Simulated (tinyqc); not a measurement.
# Threshold-voltage variability of a planar MOSFET, analytic estimates: effects of single changes

Three independent sources add in quadrature: random dopants in the depleted layer, metal-gate grains of two orientations, and roughness of the two gate edges acting through the roll-off VT = VT(long) - Vr exp(-L/l). These are first-order estimates: no three-dimensional electrostatics, no percolation.

Values chosen for this exercise; material values close to those of silicon: temperature T = 325 K; band gap Eg = 1.11 eV; relative permittivity of the semiconductor eps_r = 11.7; conduction-band density of states at T Nc = 3.16e19 cm^-3; valence-band density of states at T Nv = 2.97e19 cm^-3; channel doping Na = 6.2e17 cm^-3; oxide-equivalent thickness in inversion ti = 1.1 nm; gate length L = 45 nm; gate width W = 180 nm; metal grain size G = 7 nm; work-function difference of the two grain orientations dW = 0.1 eV; share of the orientation of higher work function p = 0.5; rms roughness of one gate edge De = 1.1 nm; correlation length of the roughness La = 20 nm; decay length of the threshold roll-off l = 9.1 nm; prefactor of the roll-off Vr = 2 V.

Constants: q = 1.602176634e-19 C, kB = 1.380649e-23 J/K, Vt = kB T/q, eps0 = 8.8541878128e-14 F/cm where lengths are in cm. Results are converted to the units shown.

Each table varies one quantity; the others keep the values above.

## Effect of the metal grain size

ni = sqrt(Nc Nv) exp(-Eg/(2 Vt)), Eg in volts; Cox = 3.9 eps0/ti; Wd = sqrt(4 eps0 eps_r Vt ln(Na/ni)/(q Na)); dopants: s1 = (q/Cox) sqrt(Na Wd/(3 L W)). Grains: Ng = L W/G^2 (at least 1), s2 = dW sqrt(p (1 - p)/Ng). Edges, with exponential correlation and u = W/La: the mean gate length has sL^2 = 2 De^2 (2/u)[1 - (1 - exp(-u))/u]; s3 = sL (Vr/l) exp(-L/l). s = sqrt(s1^2 + s2^2 + s3^2). l and Vr are held fixed.

The same in every row: s1 (mV) = 5.3534; s3 (mV) = 1.0817.

Results:
```
G (nm)  s2 (mV)  s (mV)  s sqrt(L W) (mV um)
2        1.1111  5.5735              0.50162
3        1.6667  5.7103              0.51392
7        3.8889  6.7047              0.60342
10       5.5556  7.7906              0.70116
14       7.7778  9.5039              0.85535
20       11.111  12.381               1.1143
```

Estimate the missing row, G = 5 nm.

Computed row:
```
G (nm)  s2 (mV)  s (mV)  s sqrt(L W) (mV um)
5        2.7778  6.1274              0.55147
```

With this row back in the table: As G goes from 2 to 20 nm, s rises from 5.57 to 12.4 mV. The largest source is the dopants in the first row and the grains in the last.

## Scaling length and width together

Same model as above.

l and Vr are held fixed. W = 4 L in every row; l is held fixed.

Scaling length and width together:
```
L (nm)  s1 (mV)  s2 (mV)   s3 (mV)  s (mV)  s sqrt(L W) (mV um)
29        8.307    6.034     7.546   12.74               0.7391
36        6.692    4.861     3.200   8.869               0.6385
44        5.475    3.977     1.219   6.876               0.6051
54        4.461    3.241    0.3711   5.527               0.5969
66        3.650    2.652   0.09061   4.512               0.5956
81        2.974    2.160   0.01585   3.676               0.5955
99        2.433    1.768  0.001996   3.008               0.5955
```

As L goes from 29 to 99 nm, s falls from 12.7 to 3.01 mV. The dopants are the largest source in the first and the last row. The product s sqrt(L W) falls from 0.739 to 0.596 mV um: s1 and s2 go as 1/sqrt(L W), so the change comes from s3 alone. For L = 29 to 36 nm the depletion depth exceeds L, so source and drain share much of the charge and s1 is rough.

## Effect of the channel doping

Same model as above.

l and Vr are held fixed.

The same in every row: s2 (mV) = 3.889; s3 (mV) = 1.082.

Effect of the channel doping:
```
Na (cm^-3)  s1 (mV)  s (mV)  s sqrt(L W) (mV um)
1.5e17        3.668   5.454               0.4909
2.6e17        4.248   5.860               0.5274
4.7e17        4.973   6.405               0.5765
8.2e17        5.766   7.039               0.6335
1.5e18        6.767   7.880               0.7092
2.6e18        7.828   8.807               0.7927
4.5e18        9.049   9.908               0.8917
8e18          10.53   11.28                1.015
```

What does the comparison show?

As Na goes from 1.5e17 to 8e18 cm^-3, s rises from 5.45 to 11.3 mV. The largest source is the grains in the first row and the dopants in the last. s1 goes on average as Na^(0.27), near the 1/4 expected from Na Wd. For Na = 1.5e17 to 4.7e17 cm^-3 the depletion depth exceeds L, so source and drain share much of the charge and s1 is rough.

## Effect of the correlation length of the roughness

Same model as above.

l and Vr are held fixed.

The same in every row: s1 (mV) = 5.353; s2 (mV) = 3.889.

Result of one run:
```
La (nm)  s3 (mV)  s (mV)  s sqrt(L W) (mV um)
40         1.433   6.770               0.6093
```

What becomes of these results when the correlation length of the roughness La is changed from 40 to 80 nm, all else the same?

Result of the changed run:
```
La (nm)  s3 (mV)  s (mV)  s sqrt(L W) (mV um)
80         1.781   6.852               0.6167
```

The whole series:
```
La (nm)  s3 (mV)  s (mV)  s sqrt(L W) (mV um)
2         0.3608   6.627               0.5964
5         0.5656   6.641               0.5977
10        0.7884   6.664               0.5997
20         1.082   6.705               0.6034
40         1.433   6.770               0.6093
80         1.781   6.852               0.6167
160        2.052   6.928               0.6235
```

As La goes from 2 to 160 nm, s rises from 6.63 to 6.93 mV. The dopants are the largest source in the first and the last row. The edge term s3 rises from 0.361 to 2.05 mV: a longer correlation averages out less along the width.

Numbers from tinyqc (`OMP_NUM_THREADS=1 python tinyqc.py 2090014 2090015 out.jsonl`; about 0.01 s on one thread of a shared Intel Xeon 2.30GHz).
